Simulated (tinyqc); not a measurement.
Worked calculation: RKS/LDA (VWN5) in the sto-3g basis, for H3+, spin multiplicity 1. Computed by tinyqc, a small Python program that keeps every step (integrals from PySCF). Settings: charge = 1, multiplicity = 1, basis = sto-3g, energy threshold = 1e-08, iteration cap = 79, orthogonalisation = symmetric, start = core, DIIS depth = 4, method = RKS, functional = lda,vwn, grid = [20, 50]. Command: `OMP_NUM_THREADS=1 python tinyqc.py 26468 26469 out.jsonl` (the two numbers bound the seeds that draw the settings). One thread of a shared host (Intel(R) Xeon(R) Processor @ 2.60GHz), about 0.2 s of CPU time with the checks. Later iterations appear only in the table of the cycle.

## One-electron integrals

Geometry (angstrom):
```
atom         x         y         z
H     0.000000  0.000000  0.000000
H     0.000000  0.000000  1.040000
H     0.000000  0.901000  0.520000
```

Basis sto-3g: exponents (1/bohr^2) and contraction coefficients of normalised primitives:
```
element  l (shell)  exponent  coefficient
H            s (1)  3.425251     0.154329
H            s (1)  0.623914     0.535328
H            s (1)  0.168855     0.444635
```

Overlap, kinetic and nuclear-attraction integrals over the contracted functions; the nuclear repulsion is the sum of Za Zb / Rab.

nuclear repulsion = 1.52619011 hartree

overlap S, lower triangle:
```
          1H 1s     2H 1s     3H 1s
1H 1s  1.000000
2H 1s  0.473231  1.000000
3H 1s  0.473066  0.473066  1.000000
```

kinetic energy T (hartree), lower triangle:
```
          1H 1s     2H 1s     3H 1s
1H 1s  0.760032
2H 1s  0.097138  0.760032
3H 1s  0.097040  0.097040  0.760032
```

nuclear attraction V (hartree), lower triangle:
```
           1H 1s      2H 1s      3H 1s
1H 1s  -2.217417
2H 1s  -0.996001  -2.217417
3H 1s  -0.995599  -0.995599  -2.217294
```

core Hamiltonian H = T + V (hartree), lower triangle:
```
           1H 1s      2H 1s      3H 1s
1H 1s  -1.457385
2H 1s  -0.898863  -1.457385
3H 1s  -0.898559  -0.898559  -1.457262
```

## Two-electron integrals

Functions are numbered as in S; the eight-fold symmetry (ij|kl) = (ji|kl) = (kl|ij) leaves the list below.

Two-electron integrals (ij|kl) in chemists' order, unique and non-zero (hartree):
```
(11|11) 0.774606   (21|11) 0.291215   (21|21) 0.141984   (22|11) 0.465207
(22|21) 0.291215   (22|22) 0.774606   (31|11) 0.291087   (31|21) 0.127249
(31|22) 0.231138   (31|31) 0.141875   (32|11) 0.231138   (32|21) 0.127249
(32|22) 0.291087   (32|31) 0.127207   (32|32) 0.141875   (33|11) 0.465116
(33|21) 0.231189   (33|22) 0.465116   (33|31) 0.291087   (33|32) 0.291087
(33|33) 0.774606
```

## Orthogonalisation

S = U s U^T; symmetric (Loewdin) form X = U s^(-1/2) U^T, so that X^T S X = 1.

eigenvalues of S: 0.526769  0.526990  1.946242

X, lower triangle:
```
           1H 1s      2H 1s     3H 1s
1H 1s   1.157411
2H 1s  -0.220401   1.157411
3H 1s  -0.220231  -0.220231  1.157319
```

## Starting guess

The start is the orbitals of the core Hamiltonian; D = 2 C_occ C_occ^T.

D at the start, lower triangle:
```
          1H 1s     2H 1s     3H 1s
1H 1s  0.342647
2H 1s  0.342647  0.342647
3H 1s  0.342487  0.342487  0.342328
```

## Iteration 1: exchange-correlation on the grid

Becke grid with 20 radial and 50 angular points per atom, points of zero weight dropped. rho = sum D_ij phi_i phi_j; V_xc,ij = sum w v_xc phi_i phi_j; v_xc is d(rho eps)/d rho.

The 8 grid points with the largest w rho, of 2986 (bohr, atomic units):
```
x                 y         z         w       rho     eps_xc       v_xc
-0.869890  0.832753  0.982658  0.100483  0.054860  -0.329663  -0.430336
0.869890   0.832753  0.982658  0.100483  0.054860  -0.329663  -0.430336
0.000000   0.656872  0.656872  0.042918  0.111653  -0.409856  -0.535867
0.000000   0.656872  1.308444  0.042918  0.111653  -0.409856  -0.535867
-0.869890  0.000000  0.869890  0.093044  0.049942  -0.320346  -0.418089
0.869890   0.000000  0.869890  0.093044  0.049942  -0.320346  -0.418089
0.869890   0.000000  1.095425  0.093044  0.049942  -0.320346  -0.418089
-0.869890  0.000000  1.095425  0.093044  0.049942  -0.320346  -0.418089
```

electrons on the grid, sum of w rho = 1.999584

E_xc = sum of w rho eps_xc = -0.59463290 hartree

V_xc (hartree), lower triangle:
```
           1H 1s      2H 1s      3H 1s
1H 1s  -0.390113
2H 1s  -0.182643  -0.390113
3H 1s  -0.182580  -0.182580  -0.390066
```

## Iteration 1: building the Kohn-Sham matrix

J_ij = sum D_kl (ij|kl); F = H + J + V_xc; E = tr D H + tr D J / 2 + E_xc + E_nn.

Coulomb J (hartree), lower triangle:
```
          1H 1s     2H 1s     3H 1s
1H 1s  1.141319
2H 1s  0.550336  1.141319
3H 1s  0.550103  0.550103  1.141117
```

Kohn-Sham matrix F (hartree), lower triangle:
```
           1H 1s      2H 1s      3H 1s
1H 1s  -0.706179
2H 1s  -0.531170  -0.706179
3H 1s  -0.531035  -0.531035  -0.706211
```

total energy of this density = -1.26124105 hartree

## Iteration 1: diagonalisation and new density

Diagonalise F' = X^T F X, C = X C', fill 1 alpha and 1 beta electrons from the bottom; D = 2 C_occ C_occ^T. Each column has its largest component positive (the first on a tie).

F' = X^T F X (hartree), lower triangle:
```
           1          2          3
1  -0.524390
2  -0.192160  -0.524390
3  -0.192043  -0.192043  -0.524521
```

orbital energies (hartree): MO1 -0.908597, MO2 -0.332473, MO3 -0.332230

coefficients C:
```
            MO1        MO2        MO3
1H 1s  0.413826  -0.562356   0.974260
2H 1s  0.413826  -0.562356  -0.974260
3H 1s  0.413891   1.124759   0.000000
```

D after iteration 1, lower triangle:
```
          1H 1s     2H 1s     3H 1s
1H 1s  0.342505
2H 1s  0.342505  0.342505
3H 1s  0.342558  0.342558  0.342612
```

## Iteration 2: exchange-correlation on the grid

As before.

The 8 grid points with the largest w rho, of 2986 (bohr, atomic units):
```
x                 y         z         w       rho     eps_xc       v_xc
-0.869890  0.832753  0.982658  0.100483  0.054867  -0.329674  -0.430351
0.869890   0.832753  0.982658  0.100483  0.054867  -0.329674  -0.430351
0.000000   0.656872  1.308444  0.042918  0.111655  -0.409858  -0.535871
0.000000   0.656872  0.656872  0.042918  0.111655  -0.409858  -0.535871
0.869890   0.000000  1.095425  0.093044  0.049933  -0.320328  -0.418066
-0.869890  0.000000  1.095425  0.093044  0.049933  -0.320328  -0.418066
0.869890   0.000000  0.869890  0.093044  0.049933  -0.320328  -0.418066
-0.869890  0.000000  0.869890  0.093044  0.049933  -0.320328  -0.418066
```

electrons on the grid, sum of w rho = 1.999584

E_xc = sum of w rho eps_xc = -0.59463290 hartree

V_xc (hartree), lower triangle:
```
           1H 1s      2H 1s      3H 1s
1H 1s  -0.390091
2H 1s  -0.182634  -0.390091
3H 1s  -0.182584  -0.182584  -0.390111
```

## Iteration 2: building the Kohn-Sham matrix

As before.

Coulomb J (hartree), lower triangle:
```
          1H 1s     2H 1s     3H 1s
1H 1s  1.141267
2H 1s  0.550314  1.141267
3H 1s  0.550114  0.550114  1.141222
```

Kohn-Sham matrix F (hartree), lower triangle:
```
           1H 1s      2H 1s      3H 1s
1H 1s  -0.706209
2H 1s  -0.531183  -0.706209
3H 1s  -0.531029  -0.531029  -0.706151
```

total energy of this density = -1.26124106 hartree

## Iteration 2: DIIS over 2 matrices

error matrix X^T (FDS - SDF) X:
```
          1         2          3
1  0.000000  0.000000  -0.000072
2  0.000000  0.000000  -0.000072
3  0.000072  0.000072   0.000000
```

B (overlaps of the stored error matrices):
```
                1               2
1   6.2047436e-08  -3.6106913e-08
2  -3.6106913e-08   2.1011491e-08
```

Minimise |sum c_i e_i|^2 with sum c_i = 1: solve [B -1; -1 0][c; lambda] = [0; -1] with B_ij = tr e_i^T e_j, and take F = sum c_i F_i.

DIIS coefficients: 0.367859  0.632141

extrapolated F (hartree), lower triangle:
```
           1H 1s      2H 1s      3H 1s
1H 1s  -0.706198
2H 1s  -0.531179  -0.706198
3H 1s  -0.531031  -0.531031  -0.706173
```

## Iteration 2: diagonalisation and new density

As before.

F' = X^T F X (hartree), lower triangle:
```
           1          2          3
1  -0.524412
2  -0.192161  -0.524412
3  -0.192042  -0.192042  -0.524477
```

orbital energies (hartree): MO1 -0.908597, MO2 -0.332453, MO3 -0.332250

coefficients C:
```
            MO1        MO2        MO3
1H 1s  0.413858  -0.562332   0.974260
2H 1s  0.413858  -0.562332  -0.974260
3H 1s  0.413828   1.124782   0.000000
```

D after iteration 2, lower triangle:
```
          1H 1s     2H 1s     3H 1s
1H 1s  0.342557
2H 1s  0.342557  0.342557
3H 1s  0.342532  0.342532  0.342508
```

## Iteration 3 (converged): orbitals

converged F (hartree), lower triangle:
```
           1H 1s      2H 1s      3H 1s
1H 1s  -0.706198
2H 1s  -0.531179  -0.706198
3H 1s  -0.531031  -0.531031  -0.706173
```

As before.

F' = X^T F X (hartree), lower triangle:
```
           1          2          3
1  -0.524412
2  -0.192161  -0.524412
3  -0.192042  -0.192042  -0.524477
```

orbital energies (hartree): MO1 -0.908597, MO2 -0.332453, MO3 -0.332250

coefficients C:
```
            MO1        MO2        MO3
1H 1s  0.413858  -0.562332   0.974260
2H 1s  0.413858  -0.562332  -0.974260
3H 1s  0.413828   1.124782   0.000000
```

D after iteration 3, lower triangle:
```
          1H 1s     2H 1s     3H 1s
1H 1s  0.342557
2H 1s  0.342557  0.342557
3H 1s  0.342532  0.342532  0.342508
```

## Convergence

Stop when the energy changes by less than 1e-08 hartree and every element of the error matrix X^T (F D S - S D F) X is below 3e-05.

Course of the cycle:
```
iteration  E (hartree)     change  largest element of the error matrix
1          -1.26124105          -                             1.25e-04
2          -1.26124106  -1.13e-08                             7.25e-05
3          -1.26124107  -5.76e-09                             7.91e-10
```

PySCF RKS in the same basis, fine grid = -1.26142073 hartree

Converged in 3 iterations. The coarse grid moves the energy by +1.80e-04 hartree.

## Populations, bond orders and dipole

Mulliken: Z minus the diagonal of D S on the atom; Loewdin: the same with S^(1/2) D S^(1/2); Mayer order: 2 sum_s sum (D(s) S)_ij (D(s) S)_ji over the two atoms.

Charges (e):
```
atom  Mulliken   Loewdin
1H    0.333294  0.333292
2H    0.333294  0.333292
3H    0.333412  0.333416
```

Mayer bond orders:
```
pair     order
2-1   0.444497
3-1   0.444418
3-2   0.444418
```

dipole moment about the origin, x y z (debye): 0.000000  1.442903  2.497666
